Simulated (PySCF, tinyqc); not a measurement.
FCI on RHF in the sto-3g basis, for H4, spin multiplicity 1, step by step. The lowest restricted solution is unstable here: a spin-polarised one lies 0.1676 hartree lower (PySCF). One step of it, computed by the program tinyqc.

Question. FCI: roots. Diagonalise (each vector has its largest component positive (the first on a tie)); all determinants have Ms = 0, so triplets appear too. The lowest singlet root is the correlation energy.

Occupation strings over the orbitals (2 doubly, a alpha, b beta, 0 empty; spin orbitals ordered 1a 1b 2a 2b ...): 2200 aabb 2020 abab 2002 abba baab 0220 baba 0202 bbaa 0022

H - E(HF) between determinants (hartree), lower triangle:
```
           2200       aabb       2020       abab       2002       abba       baab       0220
2200   0.000000
aabb  -0.023411   0.403922
2020   0.109696   0.107920   0.322338
abab  -0.107920  -0.109696   0.059721   0.481256
2002   0.137550  -0.131331   0.179269   0.167641   0.518797
abba   0.131331  -0.137550  -0.167641  -0.179269  -0.036310   0.529361
baab   0.131331  -0.126429  -0.167641  -0.162043  -0.036310   0.000000   0.529361
0220   0.126429  -0.131331   0.162043   0.167641   0.000000  -0.036310  -0.036310   0.540365
baba  -0.107920  -0.106178   0.059721   0.000000   0.167641  -0.162043  -0.179269   0.167641
0202   0.106178   0.107920   0.000000   0.059721   0.162043  -0.167641  -0.167641   0.179269
bbaa  -0.023411   0.000000   0.107920  -0.106178  -0.131331  -0.126429  -0.137550  -0.131331
0022   0.000000  -0.023411   0.106178  -0.107920   0.126429   0.131331   0.131331   0.137550

           baba      0202       bbaa      0022
baba   0.481256
0202   0.059721  0.647114
bbaa  -0.109696  0.107920   0.403922
0022  -0.107920  0.109696  -0.023411  0.834238
```

Give: lowest roots of this matrix, relative to E(HF); lowest vectors; <S^2> of these roots; weight of the ground state by excitation level 0, 1, 2, ....

Answer.

lowest roots of this matrix, relative to E(HF) (hartree): -0.2216  -0.0910  -0.0759  0.3824  0.4026  0.4763  0.5084  0.5356

lowest vectors:
```
       root 1   root 2  root 3   root 4
2200   0.8223   0.0517  0.0000   0.4954
aabb   0.0144  -0.2780  0.4082   0.0976
2020  -0.2549   0.5493  0.0000   0.5343
abab   0.1811   0.1466  0.4082  -0.2383
2002  -0.1821  -0.4407  0.0000   0.1713
abba  -0.1955   0.1314  0.4082   0.1407
baab  -0.1955   0.1314  0.4082   0.1407
0220  -0.1697  -0.4182  0.0000   0.2831
baba   0.1811   0.1466  0.4082  -0.2383
0202  -0.1572   0.3073  0.0000  -0.1163
bbaa   0.0144  -0.2780  0.4082   0.0976
0022   0.1722   0.0057  0.0000  -0.4169
```

<S^2> of these roots: 0.0000  0.0000  6.0000  0.0000  2.0000  2.0000  0.0000  2.0000

weight of the ground state by excitation level 0, 1, 2, ...: 0.6763  0.0000  0.2941  0.0000  0.0296

The reference has a weight of only 0.68: one determinant is a poor start here. A root of higher spin lies below E(HF).
